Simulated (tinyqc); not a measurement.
Vacuum evaporation: vapour pressure, source flux, thickness distribution, purity and step coverage: one step, computed by the program tinyqc. Command: `OMP_NUM_THREADS=1 python tinyqc.py 3113108 3113109 out.jsonl evap walk`. One thread of a shared host (Intel(R) Xeon(R) Processor @ 2.30GHz), about 0.01 s of CPU time with the checks.

Molecular flow, unit sticking of the metal, no re-evaporation. The background gas is taken as water vapour (18.015 g/mol, collision diameter 0.37 nm) at 300 K.

Problem. Scattering and purity. Mean free path lambda = k_B T_g/(sqrt2 pi d^2 p); unscattered share exp(-h/lambda); gas arrival p/sqrt(2 pi m_g k_B T_g); impurity ratio = sticking x gas arrival/metal arrival; monolayer time = 1e15 cm^-2/(sticking x gas arrival).

Inputs (values chosen for the exercise, modelled on aluminium, with constants for the liquid): source temperature T = 1540 K; source-to-wafer distance h = 35 cm; background pressure p = 4e-06 Pa; sticking of background gas = 0.8.

arrival rate at the centre = 5.576216e+15 1/(cm^2 s)

Constants: k_B = 1.380649e-23 J/K; u = 1.6605390666e-27 kg.

Give: mean free path; unscattered share; gas arrival rate; impurity ratio; monolayer time.

Solution.

mean free path = 1702 m

unscattered share = 0.9998

gas arrival rate = 1.434e+13 1/(cm^2 s)

impurity ratio = 0.002057

monolayer time = 87.19 s
